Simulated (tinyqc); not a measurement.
Potential step from the flux.

Question. On one interval J = (q mu Vt/hx) [nb B(d) - na B(-d)], B(d) = d/(exp(d) - 1), d = (psi_b - psi_a)/Vt. Find psi_b - psi_a, and the step at which J would vanish.

Inputs (values chosen for the exercise): temperature T = 273 K; electron mobility mu = 896 cm^2/(V s); density at the left node na = 1.6e14 cm^-3; density at the right node nb = 1.5e13 cm^-3; node spacing hx = 28 nm.

Constants: q = 1.602176634e-19 C, kB = 1.380649e-23 J/K, Vt = kB T/q. Results are converted to the units shown.

J = -691.92312 A/cm^2

Solution. B(d) falls and B(-d) rises with d, so J falls steadily with the step and one value matches. J = 0 needs nb/na = exp(d), the Boltzmann ratio.

psi_b - psi_a = 0.0820 V
step for J = 0 = -0.0557 V

Computed by the program tinyqc: `OMP_NUM_THREADS=1 python tinyqc.py 2220030 2220031 out.jsonl`, one thread of a shared Intel Xeon 2.30GHz, about 0.01 s for the whole run.
